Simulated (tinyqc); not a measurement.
From results back to parameters: six-band hole subbands of a thin body in a field. Four cases, with inputs chosen for the exercise.

Problem. Without spin-orbit coupling the masses along a normal n are the inverse eigenvalues of C(n n^T)/c: 1/(g1 - 2 g2) twice and 1/(g1 + 4 g2) on (001); 1/(g1 - 2 g3) twice and 1/(g1 + 4 g3) on (111); on (110) 1/(g1 + g2 - 3 g3), 1/(g1 - 2 g2) and 1/(g1 + g2 + 3 g3). Three masses were computed from hidden g1, g2, g3.

Case 1.

heavy and light mass on (001) (m0): 0.276243  0.176678

heavy mass on (111) = 0.704225 m0

Case 2.

heavy and light mass on (001) (m0): 0.277008  0.176991

heavy mass on (111) = 0.709220 m0

Case 3.

heavy and light mass on (001) (m0): 0.204082  0.033025

heavy mass on (111) = 0.505051 m0

Case 4.

heavy and light mass on (001) (m0): 0.279330  0.177936

heavy mass on (111) = 0.724638 m0

Find: g1, g2, g3; heaviest mass on (110).

Solution. The inverse masses on (001) differ by 6 g2, which gives g2 and g1; g3 = (g1 - 1/m(111))/2.

Case 1.

g1, g2, g3: 4.30  0.34  1.44

heaviest mass on (110) = 3.12 m0

Case 2.

g1, g2, g3: 4.29  0.34  1.44

heaviest mass on (110) = 3.23 m0

Case 3.

g1, g2, g3: 13.36  4.23  5.69

heaviest mass on (110) = 1.92 m0

Case 4.

g1, g2, g3: 4.26  0.34  1.44

heaviest mass on (110) = 3.57 m0

Computed by tinyqc, one run a case: `OMP_NUM_THREADS=1 python tinyqc.py N N+1 out.jsonl` with N = 1281636, 1281664, 1281679, 1281680; one thread of a shared Intel(R) Xeon(R) Processor @ 2.30GHz, about 0.5 s a run at most.
